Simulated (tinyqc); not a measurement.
What each parameter does: shallow donor in an anisotropic valley (effective-mass theory).

One valley: H = -c [(d2/dx2 + d2/dy2)/mt + (d2/dz2)/ml] - q/(eps r), c = hbar^2/2m0, q = e^2/(4 pi eps0). Trial function exp(-sqrt((x^2 + y^2)/a^2 + z^2/b^2)) with a > b: T = (c/3)(2/(mt a^2) + 1/(ml b^2)), V = -(q/eps) atan(u/b)/u, u = sqrt(a^2 - b^2). The central cell of the impurity is left out.

Constants: hbar^2/2m0 = 3.80998211 eV angstrom^2; e^2/(4 pi eps0) = 14.39964547 eV angstrom.

Values chosen for the exercise (out of a larger set: near those of a group-V donor in Si; not measured data): ml = 0.926 m0 (longitudinal mass); mt = 0.186 m0 (transverse mass); eps = 11.3 (dielectric constant).

The minimum of the trial energy.

Results for these values:
```
case  E (meV)  a (angstrom)  b (angstrom)    b/a
base   -31.28         23.93         13.59  0.568
```

What happens to each result for ml = 0.741 m0, all else kept?

Answer: E rises from -31.28 to -29.62; a rises from 23.93 to 24.79; b rises from 13.59 to 15.21; b/a rises from 0.568 to 0.614.

The same for each parameter in turn:
```
case           E (meV)  a (angstrom)  b (angstrom)    b/a
base            -31.28         23.93         13.59  0.568
ml = 0.741 m0   -29.62         24.79         15.21  0.614
mt = 0.205 m0   -33.68         22.04         12.95  0.587
eps = 12.4      -25.97         26.26         14.91  0.568
```

eps only rescales the solution (E as 1/eps^2, lengths as eps), so b/a depends on ml/mt alone.

Program tinyqc; command `OMP_NUM_THREADS=1 python tinyqc.py 1280203 1280204 out.jsonl`; about 0.01 s on one thread of a shared Intel(R) Xeon(R) Processor @ 2.30GHz.
